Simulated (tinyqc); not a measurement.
Inside a calculation (part 1 of 2). Method: CIS and TDHF on RHF in the sto-3g basis, frozen core, for BeH2, spin multiplicity 1. Computed by tinyqc, a small Python program that keeps every step (integrals from PySCF). Settings: charge = 0, multiplicity = 1, basis = sto-3g, method = RHF, frozen orbitals = 1, energy threshold = 1e-10, iteration cap = 82, orthogonalisation = symmetric, start = atomic densities, DIIS depth = 6, TDHF = 1. Command: `OMP_NUM_THREADS=1 python tinyqc.py 25269 25270 out.jsonl` (the two numbers bound the seeds that draw the settings). One thread of a shared host (Intel(R) Xeon(R) Processor @ 2.60GHz), about 0.09 s of CPU time with the checks. The early iterations of the SCF are left out here.

## One-electron integrals

Geometry (angstrom):
```
atom         x          y         z
Be    0.000000   0.000000  0.000000
H     0.000000   1.543000  0.000000
H     0.000000  -1.618000  0.000000
```

Basis sto-3g: exponents (1/bohr^2) and contraction coefficients of normalised primitives:
```
element  l (shell)   exponent  coefficient
Be           s (1)  30.167871     0.154329
Be           s (1)   5.495115     0.535328
Be           s (1)   1.487193     0.444635
Be           s (2)   1.314833    -0.099967
Be           s (2)   0.305539     0.399513
Be           s (2)   0.099371     0.700115
Be           p (3)   1.314833     0.155916
Be           p (3)   0.305539     0.607684
Be           p (3)   0.099371     0.391957
H            s (1)   3.425251     0.154329
H            s (1)   0.623914     0.535328
H            s (1)   0.168855     0.444635
```

Overlap, kinetic and nuclear-attraction integrals over the contracted functions; the nuclear repulsion is the sum of Za Zb / Rab.

nuclear repulsion = 2.84744755 hartree

overlap S, order 1Be 1s, 1Be 2s, 1Be 2px, 1Be 2py, 1Be 2pz, 2H 1s, 3H 1s:
```
[[1.000000, 0.259517, 0.000000, 0.000000, 0.000000, 0.044486, 0.037749],
 [0.259517, 1.000000, 0.000000, 0.000000, 0.000000, 0.380729, 0.353258],
 [0.000000, 0.000000, 1.000000, 0.000000, 0.000000, 0.000000, 0.000000],
 [0.000000, 0.000000, 0.000000, 1.000000, 0.000000, 0.462914, -0.437833],
 [0.000000, 0.000000, 0.000000, 0.000000, 1.000000, 0.000000, 0.000000],
 [0.044486, 0.380729, 0.000000, 0.462914, 0.000000, 1.000000, 0.012923],
 [0.037749, 0.353258, 0.000000, -0.437833, 0.000000, 0.012923, 1.000000]]
```

kinetic energy T (hartree), order 1Be 1s, 1Be 2s, 1Be 2px, 1Be 2py, 1Be 2pz, 2H 1s, 3H 1s:
```
[[6.693975, -0.033012, 0.000000, 0.000000, 0.000000, -0.012305, -0.010652],
 [-0.033012, 0.211111, 0.000000, 0.000000, 0.000000, 0.041558, 0.033386],
 [0.000000, 0.000000, 0.660592, 0.000000, 0.000000, 0.000000, 0.000000],
 [0.000000, 0.000000, 0.000000, 0.660592, 0.000000, 0.131707, -0.112219],
 [0.000000, 0.000000, 0.000000, 0.000000, 0.660592, 0.000000, 0.000000],
 [-0.012305, 0.041558, 0.000000, 0.131707, 0.000000, 0.760032, -0.005324],
 [-0.010652, 0.033386, 0.000000, -0.112219, 0.000000, -0.005324, 0.760032]]
```

nuclear attraction V (hartree), order 1Be 1s, 1Be 2s, 1Be 2px, 1Be 2py, 1Be 2pz, 2H 1s, 3H 1s:
```
[[-15.231102, -2.073125, 0.000000, -0.001229, 0.000000, -0.353782, -0.299921],
 [-2.073125, -2.961236, 0.000000, -0.007982, 0.000000, -1.042794, -0.945468],
 [0.000000, 0.000000, -2.882591, 0.000000, 0.000000, 0.000000, 0.000000],
 [-0.001229, -0.007982, 0.000000, -3.062908, 0.000000, -1.236255, 1.140015],
 [0.000000, 0.000000, 0.000000, 0.000000, -2.882591, 0.000000, 0.000000],
 [-0.353782, -1.042794, 0.000000, -1.236255, 0.000000, -2.761227, -0.042132],
 [-0.299921, -0.945468, 0.000000, 1.140015, 0.000000, -0.042132, -2.699095]]
```

core Hamiltonian H = T + V (hartree), order 1Be 1s, 1Be 2s, 1Be 2px, 1Be 2py, 1Be 2pz, 2H 1s, 3H 1s:
```
[[-8.537127, -2.106137, 0.000000, -0.001229, 0.000000, -0.366087, -0.310573],
 [-2.106137, -2.750125, 0.000000, -0.007982, 0.000000, -1.001235, -0.912082],
 [0.000000, 0.000000, -2.221999, 0.000000, 0.000000, 0.000000, 0.000000],
 [-0.001229, -0.007982, 0.000000, -2.402316, 0.000000, -1.104548, 1.027796],
 [0.000000, 0.000000, 0.000000, 0.000000, -2.221999, 0.000000, 0.000000],
 [-0.366087, -1.001235, 0.000000, -1.104548, 0.000000, -2.001195, -0.047456],
 [-0.310573, -0.912082, 0.000000, 1.027796, 0.000000, -0.047456, -1.939063]]
```

## Two-electron integrals

Functions are numbered as in S; the eight-fold symmetry (ij|kl) = (ji|kl) = (kl|ij) leaves the list below.

Two-electron integrals (ij|kl) in chemists' order, unique and non-zero (hartree):
```
(11|11) 2.298831    (21|11) 0.392036    (21|21) 0.079539    (22|11) 0.570988
(22|21) 0.143041    (22|22) 0.417683    (31|31) 0.014607    (32|31) 0.021888
(32|32) 0.092265    (33|11) 0.569578    (33|21) 0.143083    (33|22) 0.417589
(33|33) 0.449859    (41|41) 0.014607    (42|41) 0.021888    (42|42) 0.092265
(43|43) 0.024249    (44|11) 0.569578    (44|21) 0.143083    (44|22) 0.417589
(44|33) 0.401360    (44|44) 0.449859    (51|51) 0.014607    (52|51) 0.021888
(52|52) 0.092265    (53|53) 0.024249    (54|54) 0.024249    (55|11) 0.569578
(55|21) 0.143083    (55|22) 0.417589    (55|33) 0.401360    (55|44) 0.401360
(55|55) 0.449859    (61|11) 0.066344    (61|21) 0.013453    (61|22) 0.024406
(61|33) 0.024238    (61|41) 0.001185    (61|42) 0.002242    (61|44) 0.024755
(61|55) 0.024238    (61|61) 0.002385    (62|11) 0.172938    (62|21) 0.044022
(62|22) 0.141632    (62|33) 0.136119    (62|41) 0.005738    (62|42) 0.036308
(62|44) 0.152527    (62|55) 0.136119    (62|61) 0.008238    (62|62) 0.073763
(63|31) 0.003881    (63|32) 0.018554    (63|43) 0.006157    (63|63) 0.006449
(64|11) 0.190113    (64|21) 0.048955    (64|22) 0.165017    (64|33) 0.155259
(64|41) 0.009255    (64|42) 0.056261    (64|44) 0.184366    (64|55) 0.155259
(64|61) 0.009537    (64|62) 0.097392    (64|64) 0.132231    (65|51) 0.003881
(65|52) 0.018554    (65|54) 0.006157    (65|65) 0.006449    (66|11) 0.341569
(66|21) 0.088455    (66|22) 0.319799    (66|33) 0.296891    (66|41) 0.013002
(66|42) 0.107924    (66|44) 0.365336    (66|55) 0.296891    (66|61) 0.016905
(66|62) 0.214931    (66|64) 0.300300    (66|66) 0.774606    (71|11) 0.056284
(71|21) 0.011413    (71|22) 0.020707    (71|33) 0.020568    (71|41) -0.001004
(71|42) -0.001902   (71|44) 0.020995    (71|55) 0.020568    (71|61) 0.001849
(71|62) 0.005899    (71|64) 0.006347    (71|66) 0.011753    (71|71) 0.001716
(72|11) 0.155859    (72|21) 0.039720    (72|22) 0.128989    (72|33) 0.123874
(72|41) -0.005153   (72|42) -0.033437   (72|44) 0.139099    (72|55) 0.123874
(72|61) 0.006277    (72|62) 0.033510    (72|64) 0.036019    (72|66) 0.071770
(72|71) 0.006305    (72|72) 0.062940    (73|31) 0.003380    (73|32) 0.016445
(73|43) -0.005571   (73|63) 0.002176    (73|73) 0.005268    (74|11) -0.174778
(74|21) -0.045034   (74|22) -0.153060   (74|33) -0.144049   (74|41) 0.008258
(74|42) 0.051634    (74|44) -0.170924   (74|55) -0.144049   (74|61) -0.006907
(74|62) -0.036946   (74|64) -0.038798   (74|66) -0.078960   (74|71) -0.007417
(74|72) -0.084344   (74|74) 0.115858    (75|51) 0.003380    (75|52) 0.016445
(75|54) -0.005571   (75|65) 0.002176    (75|75) 0.005268    (76|11) 0.007992
(76|21) 0.001978    (76|22) 0.005613    (76|33) 0.005540    (76|41) -0.000007
(76|42) -0.000049   (76|44) 0.005758    (76|55) 0.005540    (76|61) 0.000338
(76|62) 0.001926    (76|64) 0.002265    (76|66) 0.004425    (76|71) 0.000288
(76|72) 0.001798    (76|74) -0.002168   (76|76) 0.000076    (77|11) 0.326101
(77|21) 0.084494    (77|22) 0.308713    (77|33) 0.286939    (77|41) -0.011943
(77|42) -0.102857   (77|44) 0.351956    (77|55) 0.286939    (77|61) 0.013277
(77|62) 0.076545    (77|64) 0.082237    (77|66) 0.167404    (77|71) 0.013643
(77|72) 0.197104    (77|74) -0.278699   (77|76) 0.004425    (77|77) 0.774606
```

## Orthogonalisation

S = U s U^T; symmetric (Loewdin) form X = U s^(-1/2) U^T, so that X^T S X = 1.

eigenvalues of S: [0.353382, 0.449725, 0.956267, 1.000000, 1.000000, 1.599123, 1.641504]

X, order 1Be 1s, 1Be 2s, 1Be 2px, 1Be 2py, 1Be 2pz, 2H 1s, 3H 1s:
```
[[1.028528, -0.150418, 0.000000, -0.000856, 0.000000, 0.021061, 0.020613],
 [-0.150418, 1.159604, 0.000000, 0.015229, 0.000000, -0.240885, -0.211921],
 [0.000000, 0.000000, 1.000000, 0.000000, 0.000000, 0.000000, 0.000000],
 [-0.000856, 0.015229, 0.000000, 1.225019, 0.000000, -0.329020, 0.302234],
 [0.000000, 0.000000, 0.000000, 0.000000, 1.000000, 0.000000, 0.000000],
 [0.021061, -0.240885, 0.000000, -0.329020, 0.000000, 1.191935, -0.057056],
 [0.020613, -0.211921, 0.000000, 0.302234, 0.000000, -0.057056, 1.162192]]
```

## Starting guess

The start is atomic minimal-basis densities projected into this basis (PySCF's MINAO start) and scaled to the electron count of each spin; this density is not idempotent, so its energy is not variational and may lie below the converged one.

D at the start, order 1Be 1s, 1Be 2s, 1Be 2px, 1Be 2py, 1Be 2pz, 2H 1s, 3H 1s:
```
[[2.152896, -0.519368, 0.000000, 0.000292, 0.000000, -0.031333, -0.032249],
 [-0.519368, 2.030788, 0.000000, -0.000039, 0.000000, 0.134971, 0.134322],
 [0.000000, 0.000000, 0.000000, 0.000000, 0.000000, 0.000000, 0.000000],
 [0.000292, -0.000039, 0.000000, 0.003058, 0.000000, 0.037389, -0.036848],
 [0.000000, 0.000000, 0.000000, 0.000000, 0.000000, 0.000000, 0.000000],
 [-0.031333, 0.134971, 0.000000, 0.037389, 0.000000, 0.906887, 0.010324],
 [-0.032249, 0.134322, 0.000000, -0.036848, 0.000000, 0.010324, 0.916339]]
```

## Iteration 7 (converged): orbitals

converged F (hartree), order 1Be 1s, 1Be 2s, 1Be 2px, 1Be 2py, 1Be 2pz, 2H 1s, 3H 1s:
```
[[-4.530972, -1.289890, 0.000000, 0.000000, 0.000000, -0.228507, -0.194171],
 [-1.289890, -0.592713, 0.000000, -0.009556, 0.000000, -0.346127, -0.322816],
 [0.000000, 0.000000, 0.213688, 0.000000, 0.000000, 0.000000, 0.000000],
 [0.000000, -0.009556, 0.000000, -0.141907, 0.000000, -0.306059, 0.294373],
 [0.000000, 0.000000, 0.000000, 0.000000, 0.213688, 0.000000, 0.000000],
 [-0.228507, -0.346127, 0.000000, -0.306059, 0.000000, -0.240730, -0.013429],
 [-0.194171, -0.322816, 0.000000, 0.294373, 0.000000, -0.013429, -0.218721]]
```

Diagonalise F' = X^T F X, C = X C', fill 3 alpha and 3 beta electrons from the bottom; D = 2 C_occ C_occ^T. Each column has its largest component positive (the first on a tie).

F' = X^T F X (hartree):
```
[[-4.421624, -0.699665, 0.000000, 0.000880, 0.000000, -0.008407, 0.002524],
 [-0.699665, -0.151643, 0.000000, 0.007381, 0.000000, -0.286076, -0.263510],
 [0.000000, 0.000000, 0.213688, 0.000000, 0.000000, 0.000000, 0.000000],
 [0.000880, 0.007381, 0.000000, 0.208378, 0.000000, -0.384503, 0.364741],
 [0.000000, 0.000000, 0.000000, 0.000000, 0.213688, 0.000000, 0.000000],
 [-0.008407, -0.286076, 0.000000, -0.384503, 0.000000, 0.048903, -0.068055],
 [0.002524, -0.263510, 0.000000, 0.364741, 0.000000, -0.068055, 0.035794]]
```

orbital energies (hartree): [-4.534323, -0.416700, -0.371426, 0.213688, 0.213688, 0.349488, 0.692769]

coefficients C, order 1Be 1s, 1Be 2s, 1Be 2px, 1Be 2py, 1Be 2pz, 2H 1s, 3H 1s:
```
[[0.991876, -0.209715, -0.032912, 0.000000, 0.000000, -0.228691, -0.013519],
 [0.031049, 0.601155, 0.104106, 0.000000, 0.000000, 1.043647, 0.089928],
 [0.000000, 0.000000, 0.000000, -0.671444, 0.741055, 0.000000, 0.000000],
 [0.000158, 0.078926, -0.489238, 0.000000, 0.000000, -0.051016, 1.205122],
 [0.000000, 0.000000, 0.000000, 0.741055, 0.671444, 0.000000, 0.000000],
 [-0.003818, 0.455527, -0.359790, 0.000000, 0.000000, -0.689372, -0.882318],
 [-0.003813, 0.318111, 0.493574, 0.000000, 0.000000, -0.754625, 0.759173]]
```

D after iteration 7, order 1Be 1s, 1Be 2s, 1Be 2px, 1Be 2py, 1Be 2pz, 2H 1s, 3H 1s:
```
[[2.057764, -0.197402, 0.000000, -0.000586, 0.000000, -0.174953, -0.173477],
 [-0.197402, 0.746379, 0.000000, -0.006962, 0.000000, 0.472536, 0.484999],
 [0.000000, 0.000000, 0.000000, 0.000000, 0.000000, 0.000000, 0.000000],
 [-0.000586, -0.006962, 0.000000, 0.491167, 0.000000, 0.423950, -0.432738],
 [0.000000, 0.000000, 0.000000, 0.000000, 0.000000, 0.000000, 0.000000],
 [-0.174953, 0.472536, 0.000000, 0.423950, 0.000000, 0.673937, -0.065321],
 [-0.173477, 0.484999, 0.000000, -0.432738, 0.000000, -0.065321, 0.689649]]
```

Within a degenerate level the vectors are fixed only up to a rotation; this is one choice.

## Convergence

Stop when the energy changes by less than 1e-10 hartree and every element of the error matrix X^T (F D S - S D F) X is below 3e-06.

Course of the cycle:
```
iteration   E (hartree)     change  largest element of the error matrix
1          -15.28035713          -                             2.83e-01
2          -15.48980105  -2.09e-01                             1.07e-01
3          -15.50875854  -1.90e-02                             1.68e-02
4          -15.50963888  -8.80e-04                             7.88e-04
5          -15.50964000  -1.12e-06                             1.71e-05
6          -15.50964000  -6.60e-10                             1.49e-06
7          -15.50964000  -5.41e-12                             9.46e-08
```

PySCF RHF in the same basis = -15.50964000 hartree

Converged in 7 iterations.

## Populations, bond orders and dipole

Mulliken: Z minus the diagonal of D S on the atom; Loewdin: the same with S^(1/2) D S^(1/2); Mayer order: 2 sum_s sum (D(s) S)_ij (D(s) S)_ji over the two atoms.

Charges (e):
```
atom   Mulliken    Loewdin
1Be    0.084524   0.072512
2H    -0.041470  -0.035213
3H    -0.043053  -0.037299
```

Mayer bond orders:
```
pair     order
2-1   0.991744
3-1   0.991611
3-2   0.006536
```

dipole moment about the origin, x y z (debye): [0.000000, 0.030013, 0.000000]

## Integrals over molecular orbitals

(pq|rs) = sum C_ip C_jq C_kr C_ls (ij|kl), one index at a time.

one-electron integrals over orbitals h = C^T H C (hartree):
```
[[-8.525841, 0.205470, 0.032778, 0.000000, 0.000000, 0.203720, 0.010148],
 [0.205470, -2.292828, 0.008941, 0.000000, 0.000000, -0.238017, -0.057962],
 [0.032778, 0.008941, -2.215969, 0.000000, 0.000000, -0.068086, 0.308150],
 [0.000000, 0.000000, 0.000000, -2.221999, 0.000000, 0.000000, 0.000000],
 [0.000000, 0.000000, 0.000000, 0.000000, -2.221999, 0.000000, 0.000000],
 [0.203720, -0.238017, -0.068086, 0.000000, 0.000000, -1.890463, 0.003620],
 [0.010148, -0.057962, 0.308150, 0.000000, 0.000000, 0.003620, -1.859613]]
```

Two-electron integrals over orbitals (pq|rs), unique and non-zero (hartree); the lowest 1 orbital is frozen and left out:
```
(22|22) 0.391260    (32|22) -0.052352   (32|32) 0.142053    (33|22) 0.368094
(33|32) 0.042631    (33|33) 0.421586    (42|42) 0.046542    (43|42) 0.005282
(43|43) 0.013156    (44|22) 0.353117    (44|32) 0.000408    (44|33) 0.333263
(44|44) 0.449859    (52|52) 0.046542    (53|52) 0.005282    (53|53) 0.013156
(54|54) 0.024249    (55|22) 0.353117    (55|32) 0.000408    (55|33) 0.333263
(55|44) 0.401360    (55|55) 0.449859    (62|22) -0.018938   (62|32) 0.016097
(62|33) -0.035605   (62|44) 0.066306    (62|55) 0.066306    (62|62) 0.080864
(63|22) 0.028466    (63|32) -0.085394   (63|33) -0.035573   (63|44) 0.017326
(63|55) 0.017326    (63|62) 0.007577    (63|63) 0.090418    (64|42) 0.045696
(64|43) 0.008218    (64|64) 0.048995    (65|52) 0.045696    (65|53) 0.008218
(65|65) 0.048995    (66|22) 0.370521    (66|32) 0.011131    (66|33) 0.389903
(66|44) 0.351216    (66|55) 0.351216    (66|62) -0.025681   (66|63) -0.014180
(66|66) 0.392999    (72|22) -0.014417   (72|32) 0.037866    (72|33) 0.006487
(72|44) 0.013827    (72|55) 0.013827    (72|62) 0.023566    (72|63) -0.058422
(72|66) -0.000740   (72|72) 0.060459    (73|22) -0.001068   (73|32) -0.002071
(73|33) 0.017074    (73|44) -0.069188   (73|55) -0.069188   (73|62) -0.074774
(73|63) -0.023393   (73|66) 0.019966    (73|72) -0.011457   (73|73) 0.084390
(74|42) 0.005085    (74|43) -0.012550   (74|64) 0.002060    (74|74) 0.017092
(75|52) 0.005085    (75|53) -0.012550   (75|65) 0.002060    (75|75) 0.017092
(76|22) 0.045063    (76|32) -0.131155   (76|33) -0.044730   (76|44) 0.000600
(76|55) 0.000600    (76|62) -0.012846   (76|63) 0.089639    (76|66) -0.014201
(76|72) -0.047094   (76|73) -0.000389   (76|76) 0.134735    (77|22) 0.404795
(77|32) -0.018770   (77|33) 0.408711    (77|44) 0.376832    (77|55) 0.376832
(77|62) -0.019639   (77|63) 0.009637    (77|66) 0.407029    (77|72) -0.008066
(77|73) -0.004428   (77|76) 0.014094    (77|77) 0.453926
```

## CIS matrix, singlets

A(ia,jb) = (e_a - e_i) d_ij d_ab + 2 (ia|jb) - (ij|ab).

CIS matrix A, singlet (hartree), order 2>4, 2>5, 2>6, 2>7, 3>4, 3>5, 3>6, 3>7:
```
[[0.370355, 0.000000, 0.000000, 0.000000, 0.010155, 0.000000, 0.000000, 0.000000],
 [0.000000, 0.370355, 0.000000, 0.000000, 0.000000, 0.010155, 0.000000, 0.000000],
 [0.000000, 0.000000, 0.557395, 0.002070, 0.000000, 0.000000, 0.004023, -0.018394],
 [0.000000, 0.000000, 0.002070, 0.825592, 0.000000, 0.000000, 0.014311, -0.004145],
 [0.010155, 0.000000, 0.000000, 0.000000, 0.278163, 0.000000, 0.000000, 0.000000],
 [0.000000, 0.010155, 0.000000, 0.000000, 0.000000, 0.278163, 0.000000, 0.000000],
 [0.000000, 0.000000, 0.004023, 0.014311, 0.000000, 0.000000, 0.511848, -0.002056],
 [0.000000, 0.000000, -0.018394, -0.004145, 0.000000, 0.000000, -0.002056, 0.824265]]
```

## CIS singlet states

dipole integrals <i|r|a> (bohr), order 2>4, 2>5, 2>6, 2>7, 3>4, 3>5, 3>6, 3>7:
```
[[-0.639227, 0.000000, 0.705497],
 [0.705497, 0.000000, 0.639227],
 [0.000000, -0.156073, 0.000000],
 [0.000000, -0.699062, 0.000000],
 [-0.103777, 0.000000, 0.114535],
 [0.114535, 0.000000, 0.103777],
 [0.000000, 1.365732, 0.000000],
 [0.000000, -0.057379, 0.000000]]
```

Diagonalise A (1 hartree = 27.211386 eV); each vector has its largest component positive (the first on a tie). The transition dipole is mu = sqrt2 sum c_ia <i|r|a>.

singlet excitation energies (eV): [7.539124, 7.539124, 10.107955, 10.107955, 13.901346, 15.141400, 22.354330, 22.593392]

lowest vectors, order 2>4, 2>5, 2>6, 2>7, 3>4, 3>5, 3>6, 3>7:
```
[[-0.019056, -0.106520, 0.881653, -0.459323, 0.000000, 0.000000],
 [-0.106520, 0.019056, 0.459323, 0.881653, 0.000000, 0.000000],
 [0.000000, 0.000000, 0.000000, 0.000000, -0.083675, 0.994116],
 [0.000000, 0.000000, 0.000000, 0.000000, -0.044701, -0.010999],
 [0.175068, 0.978592, 0.095968, -0.049997, 0.000000, 0.000000],
 [0.978592, -0.175068, 0.049997, 0.095968, 0.000000, 0.000000],
 [0.000000, 0.000000, 0.000000, 0.000000, 0.995489, 0.082995],
 [0.000000, 0.000000, 0.000000, 0.000000, 0.001028, 0.068740]]
```

oscillator strengths 2/3 w |mu|^2: [0.000947, 0.000947, 0.459453, 0.459453, 1.342358, 0.001075]

Within a degenerate level the vectors are fixed only up to a rotation; this is one choice.

## TDHF (RPA) singlet states

B(ia,jb) = 2 (ia|jb) - (ib|ja); the squared energies are the eigenvalues of (A - B)(A + B); 1 hartree = 27.211386 eV.

TDHF matrix B, singlet (hartree), order 2>4, 2>5, 2>6, 2>7, 3>4, 3>5, 3>6, 3>7:
```
[[0.046542, 0.000000, 0.000000, 0.000000, 0.005282, 0.000000, 0.000000, 0.000000],
 [0.000000, 0.046542, 0.000000, 0.000000, 0.000000, 0.005282, 0.000000, 0.000000],
 [0.000000, 0.000000, 0.080864, 0.023566, 0.000000, 0.000000, 0.007577, -0.091127],
 [0.000000, 0.000000, 0.023566, 0.060459, 0.000000, 0.000000, -0.042070, -0.011457],
 [0.005282, 0.000000, 0.000000, 0.000000, 0.013156, 0.000000, 0.000000, 0.000000],
 [0.000000, 0.005282, 0.000000, 0.000000, 0.000000, 0.013156, 0.000000, 0.000000],
 [0.000000, 0.000000, 0.007577, -0.042070, 0.000000, 0.000000, 0.090418, -0.023393],
 [0.000000, 0.000000, -0.091127, -0.011457, 0.000000, 0.000000, -0.023393, 0.084390]]
```

squared energies w^2 (hartree^2): [0.076605, 0.076605, 0.135744, 0.135744, 0.250573, 0.297146, 0.661315, 0.677606]

TDHF energies from the positive w^2 (eV): [7.531447, 7.531447, 10.025619, 10.025619, 13.621285, 14.833216, 22.128645, 22.399550]

## CIS matrix, triplets

A(ia,jb) = (e_a - e_i) d_ij d_ab - (ij|ab).

CIS matrix A, triplet (hartree), order 2>4, 2>5, 2>6, 2>7, 3>4, 3>5, 3>6, 3>7:
```
[[0.277272, 0.000000, 0.000000, 0.000000, -0.000408, 0.000000, 0.000000, 0.000000],
 [0.000000, 0.277272, 0.000000, 0.000000, 0.000000, -0.000408, 0.000000, 0.000000],
 [0.000000, 0.000000, 0.395668, -0.045063, 0.000000, 0.000000, -0.011131, 0.131155],
 [0.000000, 0.000000, -0.045063, 0.704675, 0.000000, 0.000000, 0.131155, 0.018770],
 [-0.000408, 0.000000, 0.000000, 0.000000, 0.251852, 0.000000, 0.000000, 0.000000],
 [0.000000, -0.000408, 0.000000, 0.000000, 0.000000, 0.251852, 0.000000, 0.000000],
 [0.000000, 0.000000, -0.011131, 0.131155, 0.000000, 0.000000, 0.331011, 0.044730],
 [0.000000, 0.000000, 0.131155, 0.018770, 0.000000, 0.000000, 0.044730, 0.655484]]
```
